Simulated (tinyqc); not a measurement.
Pinning factor and decay constant from two barriers.

Inverse problem. phiB = S (phiM - chi) + (1 - S)(Eg - E0) with S = 1/(1 + (1/S0 - 1) exp(-be ti)). Find S0, S at the given thickness and be.

Values chosen for this exercise; semiconductor values close to those of 4H silicon carbide; interlayer mass of the order of that in hafnium oxide, offset chosen freely:
- Eg = 3.29 eV (band gap)
- chi = 3.53 eV (electron affinity)
- E0 = 1.9 eV (charge-neutrality level above the valence band)
- phiM = 4.08 eV (metal work function)

phiB at ti = 0, 0.4 nm (eV): [0.8524, 0.59236357]

Answer. Each barrier gives its S by linear interpolation between the pinned and the unpinned value; the ratio of the two values of 1/S - 1 is exp(be ti).

S0 = 0.640
S = 0.950
be = 5.90 1/nm

Program tinyqc, `OMP_NUM_THREADS=1 python tinyqc.py 2270011 2270012 out.jsonl`; Intel Xeon 2.30GHz, shared host, one thread, about 0.02 s.
